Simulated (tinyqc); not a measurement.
Potential-pH (Pourbaix) lines of a metal, its cation, its oxide and an oxyanion, with a complexing ligand: one step, computed by the program tinyqc. Command: `OMP_NUM_THREADS=1 python tinyqc.py 3009434 3009435 out.jsonl pourb walk`. One thread of a shared host (Intel(R) Xeon(R) Processor @ 2.30GHz), about 0.02 s of CPU time with the checks.

Potentials are against the standard hydrogen electrode; solids and water have unit activity; dG_f of M, H+ and the electron is zero; F = e N_A and s = R T ln(10)/F. The cation carries z = 2.

Problem. The stable species at (pH, E). M2+ + 2e = M; MO + 2H+ + 2e = M + H2O; MO2(2-) + 4H+ + 2e = M + 2H2O. For each, E0 = -dG/(z F), and E = E0 + (s/z) log10 a - (s n_H/z) pH, with no activity term for the oxide. The metal is stable below the lowest of the three lines; above it, the species of the lowest line is stable. Water lines at 1 bar: hydrogen E = -s pH, oxygen E = -dG_f(water)/(2F) - s pH.

Inputs (values chosen for the exercise, modelled on iron): dG_f of water = -237.14 kJ/mol; temperature T = 298.15 K; log10 of the dissolved activity a = -2; pH = 9.1; potential E = -0.14 V.

Species: M, M2+, MO, MO2(2-).

E0 (V): cation -0.4028073, oxide -0.0760219, oxyanion 0.7989815

s = 0.05915935 V

Constants: e = 1.602176634e-19 C; N_A = 6.02214076e+23 1/mol.

Give: lines at this pH; upper limit of immunity; hydrogen line; oxygen line; E above the limit of immunity.

Solution.

lines at this pH (V): cation -0.4620, oxide -0.6144, oxyanion -0.3369

upper limit of immunity = -0.6144 V

hydrogen line = -0.5384 V

oxygen line = 0.6905 V

E above the limit of immunity = 0.4744 V

Stable here: the oxide (passivity, if the film is dense). Water itself can oxidise the metal at this pH. Caution: other oxidation states, hydroxides and hydrides are left out, and the lines say nothing of rates.
